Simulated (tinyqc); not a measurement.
X-ray photoelectron analysis of a thin oxide on a semiconductor: attenuation lengths, thickness, angle series and band offsets: one step, computed by the program tinyqc. Command: `OMP_NUM_THREADS=1 python tinyqc.py 3113142 3113143 out.jsonl xps walk`. One thread of a shared host (Intel(R) Xeon(R) Processor @ 2.30GHz), about 0.01 s of CPU time with the checks.

The same element is seen in the oxide and in the substrate, at nearly the same kinetic energy; films are flat and uniform, and the work function is ignored.

Task: Band offsets by core levels. Valence band offset = (E_core - E_v)(substrate) - (E_core - E_v)(oxide) + (core level separation at the interface, oxide less substrate). The separation is made here from the given offset; a uniform field F that raises the binding energy towards the surface shifts the oxide peak by e F <z>, <z> = d/(1 - exp(-x)) - d/x, x = d/(L_o cos theta), being the mean distance from the interface. Conduction band offset = oxide gap - substrate gap - valence band offset.

Inputs (values chosen for the exercise, modelled on SiO2 on silicon):
```
quantity                                       value   unit
oxide gap                                        8.9     eV
substrate gap                                   1.12     eV
oxide thickness d                               0.61     nm
valence band offset used to make the data       4.36     eV
core level less valence band top, substrate    98.98     eV
core level less valence band top, thick oxide  98.76     eV
field in the oxide                              0.93  MV/cm
```

d/(L_o cos theta) = 0.1905718

Give: separation without field; <z>; separation with field; apparent valence band offset; true conduction band offset; apparent conduction band offset.

Result:

separation without field = 4.14 eV

<z> = 0.31468 nm

separation with field = 4.1693 eV

apparent valence band offset = 4.3893 eV

true conduction band offset = 3.42 eV

apparent conduction band offset = 3.3907 eV

The field biases both offsets by 0.029 eV, in opposite directions.
